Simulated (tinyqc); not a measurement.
## Tunnelling through a gate dielectric, WKB transmission and Tsu-Esaki current: dielectrics compared at equal EOT

Electrons leave the emitter at x = 0. Energies E (motion across the layers) are in eV from the emitter Fermi level; the collector Fermi level lies at -V and offers states at every E. No charge in the dielectric and no image force: F1 = V/t1, U = phi1 - F1 x. With C = hbar^2/(2 m0), kappa = sqrt(m (U - E)/C) where U > E and 0 elsewhere; T(E) = exp(-S), S = 2 times the integral of kappa over x.

A single layer of thickness t1 = EOT eps_r/3.9 for each dielectric, at V = 1.2 V. Each layer adds (2/F) sqrt(m/C) [G(u at its left edge) - G(u at its right edge)] to S, with u = U - E (0 where negative) and G(u) = (2/3) u^1.5. J = J0 times the integral of T(E) N(E) dE, N = ln[(1 + exp(-E/Vt))/(1 + exp((-E - V)/Vt))], J0 = q^2 me m0 kB T/(2 pi^2 hbar^3) (times 1e-4 for A/cm^2 per eV), from E = -Ef to far above the barrier (T = 1 there), by quadrature converged to the digits shown.

Parameters, values chosen for the exercise:
```
symbol  value  unit                                            meaning
T         300     K                                        temperature
Ef       0.39    eV  Fermi energy of the emitter above its band bottom
me       0.52    m0                emitter mass in the supply function
EOT       1.3    nm                         equivalent oxide thickness
```

Constants: q = 1.602176634e-19 C, kB = 1.380649e-23 J/K, hbar = 1.054571817e-34 J s, m0 = 9.1093837015e-31 kg, Vt = kB T/q, hbar^2/(2 m0) = 0.0380998212 eV nm^2. Results are converted to the units shown.

Dielectrics (values chosen for the exercise, close to those of the materials named):
```
                 eps_r  phi1 (eV)  m1 (m0)
silicon dioxide   3.83       3.05     0.51
silicon nitride   7.86       2.12     0.49
aluminium oxide    8.6       2.68      0.4
hafnium oxide     21.7       1.51     0.21
zirconium oxide     26       1.36     0.25
```

Leakage at equal EOT:
```
                 t1 (nm)  S at E = 0  J (A/cm^2)  eps_r sqrt(m1 phi1)
silicon dioxide    1.277       14.59       148.2                4.777
silicon nitride    2.620       23.01     0.01300                8.011
aluminium oxide    2.867       26.70    4.023e-4                8.904
hafnium oxide      7.233       31.75    6.303e-7                12.22
zirconium oxide    8.667       37.54    3.162e-9                15.16
```

From the lowest current to the highest: zirconium oxide, hafnium oxide, aluminium oxide, silicon nitride, silicon dioxide; the span is 10.7 decades. The figure eps_r sqrt(m1 phi1), to which S is proportional at low voltage, gives the same order.

tinyqc, about 0.03 s, one thread, Intel Xeon 2.30GHz (shared host): `OMP_NUM_THREADS=1 python tinyqc.py 2540095 2540096 out.jsonl`
